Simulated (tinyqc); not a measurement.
# Changing the C12

Model: anisotropic elasticity and sound waves of a cubic crystal. Computed by tinyqc, a small Python program. Command: `OMP_NUM_THREADS=1 python tinyqc.py 3019855 3019856 out.jsonl cubicelastic sweep`. One thread of a shared host (Intel(R) Xeon(R) Processor @ 2.30GHz), about 0.01 s of CPU time with the checks.

Voigt order 1..6 = xx, yy, zz, yz, xz, xy, with engineering shear strains. The rotated frame has x' as named, z' along the wafer normal and y' = z' x x'.

Inputs (values chosen for the exercise, modelled on magnesium oxide):
```
quantity                                value   unit
C11                                     294.5    GPa
C44                                     156.6    GPa
expansion coefficient of the film          11  ppm/K
expansion coefficient of the substrate   0.55  ppm/K
cooling Delta T                           380      K
```

Frame: (112) wafer, x' along [1-10].

direction cosines a (rows x', y', z' in the cube axes):
```
            x           y           z
x'  0.7071068  -0.7071068   0.0000000
y'  0.5773503   0.5773503  -0.5773503
z'  0.4082483   0.4082483   0.8164966
```

Method:
- S11 = (C11 + C12)/D, S12 = -C12/D, D = (C11 - C12)(C11 + 2 C12), S44 = 1/C44. Zener ratio A = 2 C44/(C11 - C12); S0 = S11 - S12 - S44/2; H = 2 C44 + C12 - C11.
- C'_ijkl = C12 delta_ij delta_kl + C44 (delta_ik delta_jl + delta_il delta_jk) - H sum_m a_im a_jm a_km a_lm.
- Invert C' to S'. E along x' = 1/S'11, along y' = 1/S'22; Poisson ratios nu(x'y') = -S'12/S'11 and nu(x'z') = -S'13/S'11; in-plane shear modulus 1/S'66.
- On cooling, a thick substrate imposes eps_1 = eps_2 = (alpha_film - alpha_substrate) Delta T and eps_6 = 0; the free surface sets sigma_3 = sigma_4 = sigma_5 = 0, which fixes eps_3, eps_4, eps_5. Biaxial modulus M = (sigma_1 + sigma_2)/(2 eps); energy density M eps^2. Elastic response and constant coefficients are assumed.

One run for each value:
```
C12 (GPa)  E along x' (GPa)  biaxial modulus M (GPa)  Zener ratio A  nu(x'z')  in-plane shear modulus (GPa)
14.7                 310.44                   317.06          1.119   0.03063                        145.06
46.0                 319.53                   350.02          1.260   0.10877                        133.44
77.3                 321.96                   375.64          1.442   0.17941                        120.96
109.0                317.93                   393.96          1.688   0.24805                        107.34
140.0                307.18                   403.80          2.027   0.31661                         92.95
171.0                288.21                   404.20          2.536   0.39139                         77.37
202.0                258.04                   392.43          3.386   0.47910                         60.45
234.0                208.84                   361.93          5.177   0.59515                         41.38
265.0                130.71                   303.65         10.617   0.75520                         21.13
```

Over the rows, E along x' (GPa) goes from 310 through a maximum among these rows, 322 at 77.3, to 131; biaxial modulus M (GPa) goes from 317 through a maximum among these rows, 404 at 171, to 304; Zener ratio A rises from 1.12 to 10.6 (exponent d ln y / d ln x 0.10 between the first rows and 5.8 between the last). As C12 nears C11 the shear constant (C11 - C12)/2 vanishes, and directions that use it turn soft.

Caution (all rows): the thermal stress of this film exceeds 200 MPa, which can relax by slip, cracking or buckling in a real film.

Extremes, crossings and ranges named in words are read from the listed rows.
